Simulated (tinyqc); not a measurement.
Ellipsoidal valleys in the axes of a wafer and a channel, step by step. Values are carried at full precision from step to step, so a last printed digit may differ when a step is redone from the rounded ones.

Valleys with axes a along x, y and z, one whole valley each; inverse mass tensor w = 1/mt + (1/ml - 1/mt) a a. Device axes: z = nz/|nz|, x = nx/|nx|, y = z cross x; in them a = (ax, ay, az). Confinement mass mz = 1/w_zz. In the plane w_ij is replaced by u_ij = w_ij - w_iz w_jz/w_zz (i, j = x, y); density-of-states mass md = 1/sqrt(det u); conductivity mass along x mc = 1/u_xx; ballistic transport mass mx = u_yy/det u, width mass my = 1/u_yy.

Constants: hbar^2/2m0 = 3.80998211 eV angstrom^2; kB = 8.617333262e-05 eV/K.

Inputs chosen for the exercise (near those of the X valleys of AlAs; shifted at random, so the results belong to these values and not to a real crystal): ml = 1.12 m0 (longitudinal mass); mt = 0.196 m0 (transverse mass); nz = (1, 1, 2) (surface normal (confinement)); nx = (1, 1, -1) (channel direction); t = 3.6 nm (thickness of the film); T = 300 K (temperature).

## Device axes and valley axes

Give the rows x, y, z in cubic components and each valley axis in device components.

device axes:
```
     [100]   [010]    [001]
x   0.5774  0.5774  -0.5774
y  -0.7071  0.7071   0.0000
z   0.4082  0.4082   0.8165
```

valley axes:
```
        ax       ay      az
x   0.5774  -0.7071  0.4082
y   0.5774   0.7071  0.4082
z  -0.5774   0.0000  0.8165
```

## Tensors of the valley z

Form w and the reduced tensor u.

w (1/m0):
```
        x       y       z
x  3.6990  0.0000  1.9842
y  0.0000  5.1020  0.0000
z  1.9842  0.0000  2.2959
```

u (1/m0):
```
        x       y
x  1.9841  0.0000
y  0.0000  5.1020
```

The axis is tilted against the normal, so w_xz or w_yz is not zero and the reduction changes the masses in the plane.

## Masses of all valleys

Give mz, md, mc, mx and my.

Masses (m0):
```
valley      mz      md      mc      mx      my
x       0.2272  0.4351  0.2877  0.5040  0.3757
y       0.2272  0.4351  0.2877  0.5040  0.3757
z       0.4356  0.3143  0.5040  0.5040  0.1960
```

mz md^2 = ml mt^2 = 0.04303 for every valley, so a heavy confinement mass comes with a small density of states. The heaviest mz is 0.436, for z.

## Subbands and shares in a film

Hard walls: E_n = c (n pi/t)^2/mz, c = hbar^2/2m0, n = 1, 2, 3. Non-degenerate share of a valley proportional to md sum_n exp(-E_n/kT); mean 1/mc = sum of share/mc. 1 nm = 10 angstrom.

Give the ladders, the shares and the mean conductivity mass.

Subbands:
```
valley  E1 (meV)  E2 (meV)  E3 (meV)  share
x          127.7     510.7    1149.1  0.103
y          127.7     510.7    1149.1  0.103
z           66.6     266.5     599.5  0.793
```

mean mc = 0.4362 m0

The lowest ladder (z) holds 79 % of the electrons in these valleys, the next starts 61 meV higher.

## Checks

- mz md^2 against ml mt^2: they agree to 1e-10 or better.
- mx my against md^2: they agree to 1e-10 or better.

tinyqc: `OMP_NUM_THREADS=1 python tinyqc.py 1850519 1850520 out.jsonl`; about 0.01 s, one thread, shared Intel(R) Xeon(R) Processor @ 2.30GHz.
